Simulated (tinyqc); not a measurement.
## True capacitance, leakage and series resistance from two frequencies

Question. A capacitance C in parallel with G and in series with Rs is measured as Cp and D = Gp/(w Cp) at two frequencies. The series reading Cs = Cp (1 + D^2) equals C + G^2/(w^2 C), and Re Z = D/(w Cp (1 + D^2)) = Rs + G/(G^2 + w^2 C^2). Find C, G and Rs.

f (Hz): 1e6  3e6
Cp (pF): 109.885179  95.3144377
D: 0.458393275  0.541242371

Solution. w^2 Cs = w^2 C + G^2/C is a straight line in w^2 with slope C; the intercept gives G, and the real part then gives Rs.

C = 122 pF
G = 230 uS
Rs = 190 ohm

Computed by the program tinyqc: `OMP_NUM_THREADS=1 python tinyqc.py 2022073 2022074 out.jsonl`, one thread of a shared Intel Xeon 2.30GHz, about 0.01 s for the whole run.
